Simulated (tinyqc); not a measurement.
# Hexagonal on-chip spiral inductor, lumped pi model: effects of single changes

Outer diameter do = di + 2 n wd + 2 (n - 1) sp, mean da = (do + di)/2, fill p = (do - di)/(do + di), length l = 3.464 n da. L = 2.33 mu0 n^2 da/(1 + 3.82 p), mu0 = 4 pi 1e-7 H/m. Rs = rho l/(wd delta (1 - exp(-th/delta))), delta = sqrt(rho/(pi f mu0)). Cs = n wd^2 eps0 eo/hu across the coil. At each end Cox = l wd eps0 eo/(2 ho) leads to the substrate branch Rsi = 2 rs he/(l wd) in parallel with Csi = l wd eps0 11.7/(2 he). With one end grounded Y = 1/(Rs + i w L) + i w Cs + 1/[1/(i w Cox) + 1/(1/Rsi + i w Csi)], w = 2 pi f; Q = -Im Y/Re Y. Eddy currents in neighbouring turns and in the substrate are left out.

Parameters, values chosen for the exercise; values of the order met in silicon radio-frequency processes: number of turns n = 1.5; line width wd = 4 um; space between turns sp = 2 um; inner diameter di = 100 um; metal thickness th = 2 um; metal resistivity rho = 3 uohm cm; oxide below the coil ho = 7.1 um; oxide between coil and underpass hu = 0.6 um; relative permittivity of the oxide eo = 3.9; substrate resistivity rs = 100 ohm cm; effective spreading depth in the substrate he = 80 um; frequency f = 11 GHz.

Constants: eps0 = 8.8541878128e-12 F/m. Results are converted to the units shown.

Each table varies one quantity; the others keep the values above.

## Quality factor against frequency

Apparent inductance Im(1/Y)/w; share of the loss Re(substrate branch)/Re Y.

Results:

| f (GHz) | Rs (ohm) | w L/Rs | Q | apparent inductance (nH) | loss in the substrate (%) |
|---|---|---|---|---|---|
| 2.2 | 3.404 | 2.290 | 2.289 | 0.5641 | 0.01803 |
| 3.6 | 3.839 | 3.323 | 3.319 | 0.5643 | 0.03974 |
| 5.9 | 4.436 | 4.713 | 4.700 | 0.5650 | 0.08892 |
| 9.7 | 5.260 | 6.534 | 6.486 | 0.5668 | 0.1986 |
| 26 | 7.909 | 11.65 | 11.10 | 0.5859 | 0.9284 |
| 42 | 9.893 | 15.04 | 13.29 | 0.6254 | 1.912 |
| 69 | 12.60 | 19.41 | 13.65 | 0.7680 | 3.962 |
| 110 | 15.87 | 24.56 | 7.265 | 1.730 | 7.674 |

Estimate the missing row, f = 16 GHz.

Computed row:

| f (GHz) | Rs (ohm) | w L/Rs | Q | apparent inductance (nH) | loss in the substrate (%) |
|---|---|---|---|---|---|
| 16 | 6.402 | 8.856 | 8.689 | 0.5720 | 0.4387 |

With this row back in the table: Q goes from 2.29 through a maximum of 13.7 (at f = 69 GHz among the rows listed) to 7.26; the exact peak is 14.0 at 57.9 GHz and Q reaches zero at the self-resonance, 133 GHz. The share of the substrate rises from 0.0180 to 7.67 %, and the apparent inductance ends at 3.07 times L. At the peak the substrate takes 3.07 % of the loss. For f = 42, 69, 110 the coil is longer than 0.15 of a wavelength in the oxide, where one lumped section is rough.

## Effect of the number of turns

Same model as above.

Peak Q and its frequency from a search over f; self-resonance where Im Y = 0; Q at the given f (negative beyond resonance).

Results:

| n | L (nH) | do (um) | peak Q | f of the peak (GHz) | self-resonance (GHz) | Q at f |
|---|---|---|---|---|---|---|
| 1.5 | 0.5640 | 114.0 | 13.96 | 57.94 | 133.5 | 7.003 |
| 3.5 | 2.651 | 138.0 | 12.21 | 16.60 | 39.31 | 11.20 |
| 4.5 | 4.201 | 150.0 | 11.09 | 11.32 | 27.21 | 11.09 |
| 5.5 | 6.094 | 162.0 | 10.04 | 8.264 | 20.20 | 9.341 |
| 6.5 | 8.342 | 174.0 | 9.099 | 6.308 | 15.69 | 6.282 |
| 8.5 | 13.97 | 198.0 | 7.520 | 4.013 | 10.37 | -1.127 |

Estimate the missing row, n = 2.5.

Computed row:

| n | L (nH) | do (um) | peak Q | f of the peak (GHz) | self-resonance (GHz) | Q at f |
|---|---|---|---|---|---|---|
| 2.5 | 1.437 | 126.0 | 13.29 | 27.38 | 63.96 | 9.772 |

With this row back in the table: As n goes from 1.5 to 8.5, L rises from 0.564 to 14.0 nH, the peak Q falls from 14.0 to 7.52, its frequency falls from 57.9 to 4.01 GHz and the self-resonance falls from 133 to 10.4 GHz.

tinyqc, about 0.01 s, one thread, Intel Xeon 2.30GHz (shared host): `OMP_NUM_THREADS=1 python tinyqc.py 2302172 2302173 out.jsonl`
